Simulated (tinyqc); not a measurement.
Interlayer thickness: switching kinetics of a ferroelectric film and the memory window of a ferroelectric gate stack. Computed by tinyqc, a small Python program. Command: `OMP_NUM_THREADS=1 python tinyqc.py 3005371 3005372 out.jsonl feswitch walk`. One thread of a shared host (Intel(R) Xeon(R) Processor @ 2.30GHz), about 0.03 s of CPU time with the checks.

Fields in MV/cm; 1 microcoulomb/cm^2 over eps_0 is 11.29409 MV/cm. In the stack (metal, ferroelectric, interlayer, channel) the channel is taken as a conductor.

Inputs (values chosen for the exercise, for a model hafnia-based film):
```
quantity                                 value               unit
saturation polarisation P_s                 19  microcoulomb/cm^2
ratio P_r/P_s                             0.83                  -
coercive field E_c                        0.73              MV/cm
permittivity of the ferroelectric eps_F     41                  -
thickness t_F                               14                 nm
permittivity of the interlayer eps_I       5.5                  -
share s of P screened by trapped charge   0.59                  -
pulse height V                             6.5                  V
breakdown field of the interlayer           13              MV/cm
```

Method. Series stack: V = E_F t_F + E_I t_I and eps_I E_I = eps_F E_F + (1 - s) P/eps_0. E_I is for P = +P_s at the pulse height, the depolarising field for P = +P_r at V = 0; V needed puts E_F = 1.5 E_c after switching.

Stack against t_I:
```
t_I (nm)  E_F after (MV/cm)  E_I (MV/cm)  depolarising field / E_c  V needed (V)
0.3                  3.7078       43.636                    0.3361        2.2578
0.5                  3.2155       39.966                    0.5130        2.7410
0.8                  2.6149       35.489                    0.7288        3.4657
1.2                  1.9962       30.877                    0.9512        4.4321
1.6                  1.5198       27.326                    1.1224        5.3985
2.0                  1.1417       24.508                    1.2583        6.3649
3.0                  0.4678       19.484                    1.5005        8.7808
```

What does the comparison show, and why?

Each nanometre of interlayer costs 2.42 V, against 0.11 V for a nanometre of ferroelectric. The depolarising field grows from 0.34 to 1.50 E_c. At E_F = 1.5 E_c the interlayer carries (1.5 eps_F E_c + (1 - s) P_s/eps_0)/eps_I = 24.2 MV/cm whatever its thickness, above its breakdown field of 13 MV/cm, so the voltages in the last column could not be applied without breakdown. Caution: rows with E_I above the breakdown field of the interlayer cannot be reached without charge injection. Caution: where E_F after switching is below E_c the switching stalls before P_s, and where the depolarising field exceeds E_c the state switches back, so those rows describe states that are not held.
